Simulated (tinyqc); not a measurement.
Thermal and gravitational stress in a wafer during furnace and rapid thermal processing, and the onset of slip: one step, computed by the program tinyqc.

A thin free disc in plane stress, isotropic; T(r) = T_centre + dT (r/R)^n with n = 2. Stress is positive in tension; sigma_SB = 5.670374419e-8 W/(m^2 K^4), g = 9.80665 m/s^2.

Problem. Ramp rate in a batch furnace. Critical resolved stress tau_c = A exp(U/(k_B T)), a form chosen for the exercise; slip when 0.492799 |s_tt(R)| > tau_c; allowed |dT| = tau_c (n + 2)/(0.492799 n alpha E). In a stack heated from the rim, heat flows inward by conduction and by radiation between wafers: k_eff = k + (16/3) sigma_SB T^3 s^2/t (a diffusion estimate with the spacing as path length). A steady ramp gives the parabolic lag dT = rho c (ramp) R^2/(4 k_eff); the allowed ramp uses n = 2.

Inputs (values chosen for the exercise, modelled on silicon):
```
quantity                              value        unit
wafer radius R                          225          mm
thickness t                             925  micrometre
Young's modulus E                       155         GPa
expansion alpha                        4.11      1e-6/K
temperature T                          1475           K
prefactor A of the critical stress  0.00034         MPa
energy U of the critical stress        1.02          eV
density rho                            2330      kg/m^3
heat capacity c                         955    J/(kg K)
conductivity k                         26.5     W/(m K)
wafer spacing s                         8.7          mm
ramp rate                                10       K/min
```

Constants: k_B = 8.617333262e-05 eV/K.

Give: k_eff; lag of the centre; allowed ramp rate.

Solution.

k_eff = 105.9 W/(m K)

lag of the centre = 44.32 K

allowed ramp rate = 1.494 K/min

Radiation carries 75 % of the inward flow. The ramp is 6.70 of the allowed one.
